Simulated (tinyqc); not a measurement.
Inside a calculation. Method: RHF in the sto-3g basis, for H4, spin multiplicity 1. Computed by tinyqc, a small Python program that keeps every step (integrals from PySCF). Settings: charge = 0, multiplicity = 1, basis = sto-3g, energy threshold = 1e-09, iteration cap = 71, orthogonalisation = symmetric, start = random, DIIS depth = 8, damping = 0.7, method = RHF. Command: `OMP_NUM_THREADS=1 python tinyqc.py 23102 23103 out.jsonl` (the two numbers bound the seeds that draw the settings). One thread of a shared host (Intel(R) Xeon(R) Processor @ 2.60GHz), about 0.09 s of CPU time with the checks. Later iterations appear only in the table of the cycle.

## One-electron integrals

Geometry (angstrom):

| atom | x | y | z |
|---|---|---|---|
| H | 0.000000 | 0.000000 | 0.000000 |
| H | 0.000000 | 0.000000 | 0.976000 |
| H | 0.000000 | 0.000000 | 2.711000 |
| H | 0.000000 | 0.000000 | 3.686000 |

Basis sto-3g: exponents (1/bohr^2) and contraction coefficients of normalised primitives:

| element | l (shell) | exponent | coefficient |
|---|---|---|---|
| H | s (1) | 3.425251 | 0.154329 |
| H | s (1) | 0.623914 | 0.535328 |
| H | s (1) | 0.168855 | 0.444635 |

Overlap, kinetic and nuclear-attraction integrals over the contracted functions; the nuclear repulsion is the sum of Za Zb / Rab.

nuclear repulsion = 1.92396564 hartree

overlap S:
```
          1H 1s     2H 1s     3H 1s     4H 1s
1H 1s  1.000000  0.510734  0.032977  0.003863
2H 1s  0.510734  1.000000  0.181378  0.033042
3H 1s  0.032977  0.181378  1.000000  0.511332
4H 1s  0.003863  0.033042  0.511332  1.000000
```

kinetic energy T (hartree):
```
           1H 1s      2H 1s      3H 1s      4H 1s
1H 1s   0.760032   0.120457  -0.009122  -0.002208
2H 1s   0.120457   0.760032  -0.004031  -0.009130
3H 1s  -0.009122  -0.004031   0.760032   0.120849
4H 1s  -0.002208  -0.009130   0.120849   0.760032
```

nuclear attraction V (hartree):
```
           1H 1s      2H 1s      3H 1s      4H 1s
1H 1s  -2.089253  -1.033885  -0.057107  -0.006375
2H 1s  -1.033885  -2.250333  -0.325401  -0.057229
3H 1s  -0.057107  -0.325401  -2.250727  -1.035499
4H 1s  -0.006375  -0.057229  -1.035499  -2.089790
```

core Hamiltonian H = T + V (hartree):
```
           1H 1s      2H 1s      3H 1s      4H 1s
1H 1s  -1.329221  -0.913428  -0.066229  -0.008584
2H 1s  -0.913428  -1.490301  -0.329432  -0.066359
3H 1s  -0.066229  -0.329432  -1.490695  -0.914650
4H 1s  -0.008584  -0.066359  -0.914650  -1.329758
```

## Two-electron integrals

Functions are numbered as in S; the eight-fold symmetry (ij|kl) = (ji|kl) = (kl|ij) leaves the list below.

Two-electron integrals (ij|kl) in chemists' order, unique and non-zero (hartree):
```
(11|11) 0.774606   (21|11) 0.320541   (21|21) 0.168072   (22|11) 0.485929
(22|21) 0.320541   (22|22) 0.774606   (31|11) 0.012802   (31|21) 0.007778
(31|22) 0.017759   (31|31) 0.000513   (32|11) 0.053454   (32|21) 0.035594
(32|22) 0.091128   (32|31) 0.002877   (32|32) 0.017782   (33|11) 0.195158
(33|21) 0.122464   (33|22) 0.302311   (33|31) 0.012802   (33|32) 0.091128
(33|33) 0.774606   (41|11) 0.001140   (41|21) 0.000729   (41|22) 0.001775
(41|31) 0.000057   (41|32) 0.000342   (41|33) 0.001774   (41|41) 0.000007
(42|11) 0.007813   (42|21) 0.005077   (42|22) 0.012831   (42|31) 0.000447
(42|32) 0.002883   (42|33) 0.017794   (42|41) 0.000057   (42|42) 0.000515
(43|11) 0.084983   (43|21) 0.051627   (43|22) 0.122633   (43|31) 0.005073
(43|32) 0.035646   (43|33) 0.321015   (43|41) 0.000729   (43|42) 0.007804
(43|43) 0.168509   (44|11) 0.143564   (44|21) 0.084898   (44|22) 0.195230
(44|31) 0.007799   (44|32) 0.053482   (44|33) 0.486261   (44|41) 0.001140
(44|42) 0.012831   (44|43) 0.321015   (44|44) 0.774606
```

## Orthogonalisation

S = U s U^T; symmetric (Loewdin) form X = U s^(-1/2) U^T, so that X^T S X = 1.

eigenvalues of S: 0.421185  0.541386  1.393573  1.643856

X:
```
           1H 1s      2H 1s      3H 1s      4H 1s
1H 1s   1.123219  -0.313156   0.027619  -0.007256
2H 1s  -0.313156   1.139917  -0.117205   0.027643
3H 1s   0.027619  -0.117205   1.140283  -0.313682
4H 1s  -0.007256   0.027643  -0.313682   1.123580
```

## Starting guess

The start is random orthonormal orbitals; D = 2 C_occ C_occ^T.

D at the start:
```
          1H 1s      2H 1s      3H 1s      4H 1s
1H 1s  0.664173   0.270485   0.517672   0.328267
2H 1s  0.270485   0.161129  -0.105410   0.469199
3H 1s  0.517672  -0.105410   2.365327  -1.825592
4H 1s  0.328267   0.469199  -1.825592   2.370600
```

## Iteration 1: building the Fock matrix

J_ij = sum D_kl (ij|kl), K_ij = sum D_kl (ik|jl); F = H + J - 0.5 K; E = tr D H + tr D J / 2 - 0.25 tr D K + E_nn.

Coulomb J (hartree):
```
          1H 1s     2H 1s     3H 1s     4H 1s
1H 1s  1.267894  0.663684  0.046200  0.005718
2H 1s  0.663684  1.363456  0.283786  0.054392
3H 1s  0.046200  0.283786  2.069324  1.014718
4H 1s  0.005718  0.054392  1.014718  1.996685
```

exchange K (hartree):
```
          1H 1s     2H 1s     3H 1s     4H 1s
1H 1s  0.729028  0.479034  0.190691  0.128543
2H 1s  0.479034  0.475612  0.277899  0.140656
3H 1s  0.190691  0.277899  1.095164  0.355144
4H 1s  0.128543  0.140656  0.355144  1.074792
```

Fock matrix F (hartree):
```
           1H 1s      2H 1s      3H 1s      4H 1s
1H 1s  -0.425841  -0.489261  -0.115374  -0.067137
2H 1s  -0.489261  -0.364652  -0.184596  -0.082295
3H 1s  -0.115374  -0.184596   0.031048  -0.077504
4H 1s  -0.067137  -0.082295  -0.077504   0.129531
```

total energy of this density = -0.65978000 hartree

This density is the starting one.

## Iteration 1: diagonalisation and new density

Diagonalise F' = X^T F X, C = X C', fill 2 alpha and 2 beta electrons from the bottom; D = 2 C_occ C_occ^T; the new density keeps 0.7 of the old one (damping). Each column has its largest component positive (the first on a tie).

F' = X^T F X (hartree):
```
           1          2          3          4
1  -0.232005  -0.391958  -0.021197  -0.046943
2  -0.391958  -0.128428  -0.169384  -0.014789
3  -0.021197  -0.169384   0.143580  -0.164542
4  -0.046943  -0.014789  -0.164542   0.219765
```

orbital energies (hartree): MO1 -0.604610, MO2 0.010496, MO3 0.198807, MO4 0.398219

coefficients C:
```
            MO1        MO2        MO3        MO4
1H 1s  0.604746  -0.469742  -0.764446   0.435603
2H 1s  0.510028   0.211165   0.858957  -0.607826
3H 1s  0.130720   0.667609   0.112215   0.968380
4H 1s  0.055426   0.346288  -0.642714  -0.908612
```

D after iteration 1:
```
          1H 1s     2H 1s      3H 1s      4H 1s
1H 1s  0.816746  0.314886   0.221639   0.152298
2H 1s  0.314886  0.295622   0.050801   0.389275
3H 1s  0.221639  0.050801   1.933402  -1.134856
4H 1s  0.152298  0.389275  -1.134856   1.733212
```

## Iteration 2: building the Fock matrix

As before.

Coulomb J (hartree):
```
          1H 1s     2H 1s     3H 1s     4H 1s
1H 1s  1.428970  0.740386  0.048244  0.005772
2H 1s  0.740386  1.499921  0.286423  0.053211
3H 1s  0.048244  0.286423  1.967022  0.944916
4H 1s  0.005772  0.053211  0.944916  1.801745
```

exchange K (hartree):
```
          1H 1s     2H 1s     3H 1s     4H 1s
1H 1s  0.892466  0.587511  0.141422  0.083658
2H 1s  0.587511  0.633432  0.279991  0.135183
3H 1s  0.141422  0.279991  1.112793  0.464505
4H 1s  0.083658  0.135183  0.464505  0.951387
```

Fock matrix F (hartree):
```
           1H 1s      2H 1s      3H 1s      4H 1s
1H 1s  -0.346484  -0.466798  -0.088696  -0.044641
2H 1s  -0.466798  -0.307096  -0.183005  -0.080739
3H 1s  -0.088696  -0.183005  -0.080070  -0.201987
4H 1s  -0.044641  -0.080739  -0.201987  -0.003706
```

total energy of this density = -0.99319968 hartree

This density is a damped mixture and is not idempotent.

## Iteration 2: DIIS over 2 matrices

error matrix X^T (FDS - SDF) X:
```
           1         2          3          4
1   0.000000  0.171172  -0.043002  -0.159076
2  -0.171172  0.000000  -0.241031  -0.057764
3   0.043002  0.241031   0.000000   0.002796
4   0.159076  0.057764  -0.002796   0.000000
```

B (overlaps of the stored error matrices):
```
               1              2
1  7.9355819e-01  4.1275626e-01
2  4.1275626e-01  2.3578965e-01
```

Minimise |sum c_i e_i|^2 with sum c_i = 1: solve [B -1; -1 0][c; lambda] = [0; -1] with B_ij = tr e_i^T e_j, and take F = sum c_i F_i.

DIIS coefficients: -0.868184  1.868184

extrapolated F (hartree):
```
           1H 1s      2H 1s      3H 1s      4H 1s
1H 1s  -0.277588  -0.447296  -0.065534  -0.025110
2H 1s  -0.447296  -0.257127  -0.181623  -0.079389
3H 1s  -0.065534  -0.181623  -0.176540  -0.310061
4H 1s  -0.025110  -0.079389  -0.310061  -0.119381
```

## Iteration 2: diagonalisation and new density

As before.

F' = X^T F X (hartree):
```
           1          2          3          4
1  -0.061653  -0.429732   0.026569  -0.016859
2  -0.429732  -0.003347  -0.179090  -0.001702
3   0.026569  -0.179090   0.018686  -0.323356
4  -0.016859  -0.001702  -0.323356   0.048777
```

orbital energies (hartree): MO1 -0.503135, MO2 -0.269197, MO3 0.274777, MO4 0.500017

coefficients C:
```
            MO1        MO2        MO3        MO4
1H 1s  0.513325  -0.357134   0.626733  -0.759383
2H 1s  0.526411  -0.130581  -0.541832   0.907875
3H 1s  0.246996   0.548996  -0.668777  -0.776836
4H 1s  0.151063   0.512977   0.844481   0.602106
```

D after iteration 2:
```
          1H 1s     2H 1s      3H 1s      4H 1s
1H 1s  0.806351  0.410533   0.113582   0.043215
2H 1s  0.410533  0.383431   0.070561   0.280014
3H 1s  0.113582  0.070561   1.570824  -0.603039
4H 1s  0.043215  0.280014  -0.603039   1.384828
```

## Iteration 3: building the Fock matrix

As before.

Coulomb J (hartree):
```
          1H 1s     2H 1s     3H 1s     4H 1s
1H 1s  1.491909  0.776741  0.049088  0.005778
2H 1s  0.776741  1.573588  0.286295  0.052499
3H 1s  0.049088  0.286295  1.902707  0.914127
4H 1s  0.005778  0.052499  0.914127  1.726286
```

exchange K (hartree):
```
          1H 1s     2H 1s     3H 1s     4H 1s
1H 1s  0.957494  0.666993  0.115396  0.054105
2H 1s  0.666993  0.749458  0.259062  0.118366
3H 1s  0.115396  0.259062  1.108720  0.577510
4H 1s  0.054105  0.118366  0.577510  0.959025
```

Fock matrix F (hartree):
```
           1H 1s      2H 1s      3H 1s      4H 1s
1H 1s  -0.316059  -0.470183  -0.074838  -0.029858
2H 1s  -0.470183  -0.291442  -0.172668  -0.073043
3H 1s  -0.074838  -0.172668  -0.142348  -0.289279
4H 1s  -0.029858  -0.073043  -0.289279  -0.082985
```

total energy of this density = -1.27592296 hartree

This density is a damped mixture and is not idempotent.

## Iteration 3: DIIS over 3 matrices

error matrix X^T (FDS - SDF) X:
```
           1         2          3          4
1   0.000000  0.135243  -0.009494  -0.086445
2  -0.135243  0.000000  -0.141463  -0.004615
3   0.009494  0.141463   0.000000   0.007722
4   0.086445  0.004615  -0.007722   0.000000
```

B (overlaps of the stored error matrices):
```
               1              2              3
1  7.9355819e-01  4.1275626e-01  2.3333471e-01
2  4.1275626e-01  2.3578965e-01  1.4338934e-01
3  2.3333471e-01  1.4338934e-01  9.1892674e-02
```

As before.

DIIS coefficients: 1.048756  -4.538925  4.490169

extrapolated F (hartree):
```
           1H 1s      2H 1s      3H 1s      4H 1s
1H 1s  -0.293094  -0.505558  -0.054452  -0.001856
2H 1s  -0.505558  -0.297169  -0.138261  -0.047815
3H 1s  -0.054452  -0.138261  -0.243176  -0.463390
4H 1s  -0.001856  -0.047815  -0.463390  -0.219946
```

## Iteration 3: diagonalisation and new density

As before.

F' = X^T F X (hartree):
```
           1          2          3          4
1  -0.044448  -0.488665   0.026570  -0.003419
2  -0.488665  -0.024487  -0.134397   0.031666
3   0.026570  -0.134397   0.022677  -0.476455
4  -0.003419   0.031666  -0.476455   0.024216
```

orbital energies (hartree): MO1 -0.545340, MO2 -0.439718, MO3 0.380511, MO4 0.582505

coefficients C:
```
            MO1        MO2        MO3        MO4
1H 1s  0.505888  -0.288622   0.799242   0.618458
2H 1s  0.523380  -0.226065  -0.721874  -0.752226
3H 1s  0.242097   0.528535  -0.526583   0.893247
4H 1s  0.184835   0.539247   0.645181  -0.787677
```

D after iteration 3:
```
           1H 1s     2H 1s      3H 1s      4H 1s
1H 1s   0.767981  0.485385   0.061464  -0.007029
2H 1s   0.485385  0.463421   0.053728   0.180911
3H 1s   0.061464  0.053728   1.302353  -0.224272
4H 1s  -0.007029  0.180911  -0.224272   1.164350
```

## Iteration 59 (converged): orbitals

converged F (hartree):
```
           1H 1s      2H 1s      3H 1s      4H 1s
1H 1s  -0.257539  -0.488787  -0.047132   0.000659
2H 1s  -0.488787  -0.270290  -0.136646  -0.047200
3H 1s  -0.047132  -0.136646  -0.270658  -0.489210
4H 1s   0.000659  -0.047200  -0.489210  -0.257909
```

Diagonalise F' = X^T F X, C = X C', fill 2 alpha and 2 beta electrons from the bottom; D = 2 C_occ C_occ^T. Each column has its largest component positive (the first on a tie).

F' = X^T F X (hartree):
```
           1          2          3          4
1  -0.008378  -0.488437   0.033766  -0.003159
2  -0.488437   0.001815  -0.135401   0.033789
3   0.033766  -0.135401   0.001997  -0.488949
4  -0.003159   0.033789  -0.488949  -0.008196
```

orbital energies (hartree): MO1 -0.531461, MO2 -0.461212, MO3 0.386519, MO4 0.593392

coefficients C:
```
            MO1        MO2        MO3        MO4
1H 1s  0.366566   0.444593   0.728044   0.705991
2H 1s  0.410418   0.403992  -0.629492  -0.827083
3H 1s  0.412239  -0.401975  -0.627170   0.829623
4H 1s  0.368539  -0.442812   0.726094  -0.708894
```

D after iteration 59:
```
           1H 1s      2H 1s      3H 1s      4H 1s
1H 1s   0.664067   0.660114  -0.055205  -0.123555
2H 1s   0.660114   0.663305   0.013592  -0.055275
3H 1s  -0.055205   0.013592   0.663050   0.659851
4H 1s  -0.123555  -0.055275   0.659851   0.663806
```

## Convergence

Stop when the energy changes by less than 1e-09 hartree and every element of the error matrix X^T (F D S - S D F) X is below 9e-06.

Course of the cycle:

| iteration | E (hartree) | change | largest element of the error matrix |
|---|---|---|---|
| 1 | -0.65978000 | - | 4.26e-01 |
| 2 | -0.99319968 | -3.33e-01 | 2.41e-01 |
| 3 | -1.27592296 | -2.83e-01 | 1.41e-01 |
| 4 | -1.50307512 | -2.27e-01 | 9.71e-02 |
| 5 | -1.67855781 | -1.75e-01 | 6.90e-02 |
| 6 | -1.80967288 | -1.31e-01 | 5.08e-02 |
| 7 | -1.90558393 | -9.59e-02 | 3.74e-02 |
| 8 | -1.97472694 | -6.91e-02 | 2.74e-02 |
| 9 | -2.02410321 | -4.94e-02 | 2.02e-02 |
| 10 | -2.05915023 | -3.50e-02 | 1.42e-02 |
| 11 | -2.08391785 | -2.48e-02 | 9.92e-03 |
| 12 | -2.10137008 | -1.75e-02 | 6.94e-03 |
| 13 | -2.11364297 | -1.23e-02 | 4.86e-03 |
| 14 | -2.12226159 | -8.62e-03 | 3.40e-03 |
| ... | ... | ... | ... |
| 46 | -2.14245990 | -9.59e-08 | 3.76e-08 |
| 47 | -2.14245997 | -6.71e-08 | 2.63e-08 |
| 48 | -2.14246001 | -4.70e-08 | 1.84e-08 |
| 49 | -2.14246005 | -3.29e-08 | 1.29e-08 |
| 50 | -2.14246007 | -2.30e-08 | 9.02e-09 |
| 51 | -2.14246008 | -1.61e-08 | 6.32e-09 |
| 52 | -2.14246010 | -1.13e-08 | 4.42e-09 |
| 53 | -2.14246010 | -7.90e-09 | 3.10e-09 |
| 54 | -2.14246011 | -5.53e-09 | 2.17e-09 |
| 55 | -2.14246011 | -3.87e-09 | 1.52e-09 |
| 56 | -2.14246012 | -2.71e-09 | 1.06e-09 |
| 57 | -2.14246012 | -1.90e-09 | 7.43e-10 |
| 58 | -2.14246012 | -1.33e-09 | 5.20e-10 |
| 59 | -2.14246012 | -9.29e-10 | 3.64e-10 |

PySCF RHF in the same basis = -2.14246012 hartree

Converged in 59 iterations.

## Populations, bond orders and dipole

Mulliken: Z minus the diagonal of D S on the atom; Loewdin: the same with S^(1/2) D S^(1/2); Mayer order: 2 sum_s sum (D(s) S)_ij (D(s) S)_ji over the two atoms.

Charges (e):

| atom | Mulliken | Loewdin |
|---|---|---|
| 1H | 0.001088 | -0.001054 |
| 2H | -0.001086 | 0.001054 |
| 3H | -0.001097 | 0.001052 |
| 4H | 0.001095 | -0.001052 |

Mayer bond orders:

| pair | order |
|---|---|
| 2-1 | 0.984314 |
| 3-1 | -0.000554 |
| 3-2 | 0.016239 |
| 4-1 | 0.016239 |
| 4-2 | -0.000554 |
| 4-3 | 0.984314 |

dipole moment about the origin, x y z (debye): 0.000000  0.000000  0.000004
